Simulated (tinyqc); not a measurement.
## MOS structure on a p-type body with a doping step, non-linear Poisson equation by Newton steps: effect of the acceptor density above the step on threshold, swing and body effect

One dimension, insulator interface at x = 0, acceptor density N1 for x < x1 and Na beyond, net doping C = -(acceptor density). psi is counted from the intrinsic level: n = ni exp((psi - Vb)/Vt), p = ni exp(-psi/Vt); deep in the body psi_b = -Vt ln(Na/ni). The gate acts through Cox = eps0 eox/tox and has the potential psi_G = Vg - (phiM - chi - Vt ln(Nc/ni)). Boltzmann statistics, full ionisation, classical densities, no oxide or interface charge.

ni = sqrt(Nc Nv) exp(-Eg/(2 Vt)), Eg in volts. The Poisson equation d/dx(eps0 eps_r dpsi/dx) = -q (p - n + C), with eps0 eps_r dpsi/dx = -Cox (psi_G - psi_0) at x = 0, is solved on a mesh of about 600 nodes or more. N_inv is the integral of n less its value deep in the body. VT is the Vg at which N_inv = 2e11 cm^-2. m = 1/(dpsi_0/dVg) at N_inv = 1e8 cm^-2; the swing is the Vg between N_inv = 1e8 and 1e9 cm^-2; body coefficient [VT(Vb + 0.05 V) - VT(Vb)]/0.05 V - 1.

Inputs (values chosen for the exercise); band and dielectric values close to those of silicon: temperature T = 350 K; band gap Eg = 1.12 eV; relative permittivity eps_r = 11.6; conduction-band density of states at T Nc = 3.52e19 cm^-3; valence-band density of states at T Nv = 3.29e19 cm^-3; electron affinity chi = 4.02 eV; acceptor density deep in the body Na = 2.5e17 cm^-3; relative permittivity of the gate insulator (close to zirconium oxide) eox = 24.8; insulator thickness tox = 26 nm; gate work function phiM = 4.19 eV; electron quasi-Fermi potential against the body Vb = 0 V; depth of the doping step x1 = 29 nm.

Constants: q = 1.602176634e-19 C, kB = 1.380649e-23 J/K, Vt = kB T/q, eps0 = 8.8541878128e-14 F/cm where lengths are in cm. Results are converted to the units shown.

Results:
```
N1 (cm^-3)  VT (V)  psi_0 - psi_b at VT (V)  m - 1  swing (mV/decade)  body coefficient
3e17         0.455                    0.885  0.222               86.6             0.205
4.4e17       0.520                    0.889  0.241               87.6             0.213
6.5e17       0.614                    0.895  0.278               89.8             0.231
9.5e17       0.740                    0.902  0.351               94.7             0.272
2e18          1.08                    0.914  0.563                110             0.493
3e18          1.31                    0.921  0.687                119             0.614
```

Estimate the missing row, N1 = 1.4e18 cm^-3.

Computed row:
```
N1 (cm^-3)  VT (V)  psi_0 - psi_b at VT (V)  m - 1  swing (mV/decade)  body coefficient
1.4e18       0.905                    0.909  0.459                103             0.374
```

With this row back in the table: As N1 goes from 3e17 to 3e18, VT rises from 0.455 to 1.31 V, the swing rises from 86.6 to 119 mV/decade and the body coefficient rises from 0.205 to 0.614. The swing stays within 2.0 % of m Vt ln 10, and the body coefficient within 0.086 of m - 1.

Computed by the program tinyqc: `OMP_NUM_THREADS=1 python tinyqc.py 2080157 2080158 out.jsonl`, one thread of a shared Intel Xeon 2.30GHz, about 0.5 s for the whole run.
